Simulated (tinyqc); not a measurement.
Single-oscillator infrared dielectric function of a polar cubic crystal: one step, computed by the program tinyqc. Command: `OMP_NUM_THREADS=1 python tinyqc.py 3010212 3010213 out.jsonl infrared walk`. One thread of a shared host (Intel(R) Xeon(R) Processor @ 2.30GHz), about 0.01 s of CPU time with the checks.

One ion pair, charges +Z* and -Z*, in a cell of volume Omega = a^3/4. Frequencies omega are given as wavenumbers (1/cm); eps_s is the static dielectric constant.

Problem. Optical constants at the probe frequency. eps(omega) = eps_inf + W^2/(omega_TO^2 - omega^2 - i gamma omega); n + i k = sqrt(eps) with k >= 0; R = |(n + i k - 1)/(n + i k + 1)|^2 at normal incidence from vacuum. omega is the probe ratio times omega_TO. Intensity decays over 1/(4 pi omega k); the loss function is Im(-1/eps).

Inputs (values chosen for the exercise, modelled on cubic silicon carbide):
```
quantity                    value  unit
omega_TO                      784  1/cm
eps_inf                      6.57     -
phonon damping gamma          5.4  1/cm
probe frequency / omega_TO   1.05     -
```

Structure: zinc blende. Free carriers: absent.

W = 1466.364 1/cm

Give: omega; Re eps; Im eps; n; k; reflectivity R; penetration depth of the intensity; loss function.

Solution.

omega = 823.2 1/cm

Re eps = -27.39

Im eps = 2.396

n = 0.2287

k = 5.239

reflectivity R = 0.9684

penetration depth of the intensity = 0.1845 micrometre

loss function = 0.003170

Re eps is negative: the wave is evanescent and the crystal reflects like a metal.
